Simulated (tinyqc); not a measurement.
Hall effect and magnetoresistance of several carrier groups with constant relaxation times. Changing the mobility mu2. Computed by tinyqc, a small Python program. Command: `OMP_NUM_THREADS=1 python tinyqc.py 3024295 3024296 out.jsonl hall2 sweep`. One thread of a shared host (Intel(R) Xeon(R) Processor @ 2.30GHz), about 0.01 s of CPU time with the checks.

Group 1 has charge -e and group 2 charge +e; s_i is that sign. B lies along z; mu B is formed with mu in m^2/(V s).

Inputs (values chosen for the exercise, for a model conductor):

| quantity | value | unit |
|---|---|---|
| density n1 | 2.3e+15 | 1/cm^3 |
| mobility mu1 | 79000 | cm^2/(V s) |
| density n2 | 1.2e+17 | 1/cm^3 |
| magnetic field B | 0.13 | T |

Carriers: electrons and holes. Densities: per volume.

Constants: e = 1.602176634e-19 C.

Method:
- sigma_xx = sum n_i e mu_i/(1 + mu_i^2 B^2); sigma_xy = sum s_i n_i e mu_i^2 B/(1 + mu_i^2 B^2).
- rho_xx = sigma_xx/(sigma_xx^2 + sigma_xy^2); Hall coefficient R_H = sigma_xy/(B (sigma_xx^2 + sigma_xy^2)), with B in V s/cm^2 (1 T = 1e-4 V s/cm^2); magnetoresistance MR = rho_xx(B)/rho_xx(0) - 1. Apparent density 1/(e |R_H|); Hall mobility |R_H|/rho_xx.
- Weak field: R_H(0) = sum s_i n_i mu_i^2/(e (sum n_i mu_i)^2); MR = c B^2 with c = n1 n2 mu1 mu2 (s1 mu1 - s2 mu2)^2/(n1 mu1 + n2 mu2)^2. Strong field: R_H = 1/(e sum s_i n_i); rho_xx saturates at (n1/mu1 + n2/mu2)/(e (sum s_i n_i)^2).

One run for each value:

| mobility mu2 (cm^2/(V s)) | magnetoresistance MR (%) | Hall coefficient R_H (cm^3/C) | Hall mobility (cm^2/(V s)) | coefficient c (1/T^2) |
|---|---|---|---|---|
| 790 | 21.66 | -1036 | 37720 | 14.34 |
| 1500 | 21.88 | -526 | 25026 | 16.20 |
| 2900 | 17.77 | -190 | 13714 | 15.12 |
| 5600 | 12.44 | -35 | 4284 | 11.99 |
| 11000 | 8.16 | 24 | 5241 | 8.61 |
| 39000 | 4.36 | 49 | 36262 | 5.01 |
| 75000 | 3.94 | 51 | 72104 | 4.60 |

Give the missing row, mobility mu2 (cm^2/(V s)) = 20000.

Computed row; columns: (1) mobility mu2 (cm^2/(V s)); (2) magnetoresistance MR (%); (3) Hall coefficient R_H (cm^3/C); (4) Hall mobility (cm^2/(V s)); (5) coefficient c (1/T^2):
```
(1)     (2)  (3)    (4)   (5)
20000  5.77   42  16253  6.41
```

Interpolating between the two neighbouring rows (the first column on a logarithmic scale, the others too where they are positive) misses most in Hall coefficient R_H (cm^3/C), by 20 %. Over the rows, magnetoresistance MR (%) goes from 21.7 through a maximum among these rows, 21.9 at 1500, to 3.94; Hall coefficient R_H (cm^3/C) rises from -1040 to 50.9; Hall mobility (cm^2/(V s)) goes from 37700 through a minimum among these rows, 4280 at 5600, to 72100. For opposite charges the drift angles add, so equal mobilities do not cancel MR.

Extremes, crossings and ranges named in words are read from the listed rows.
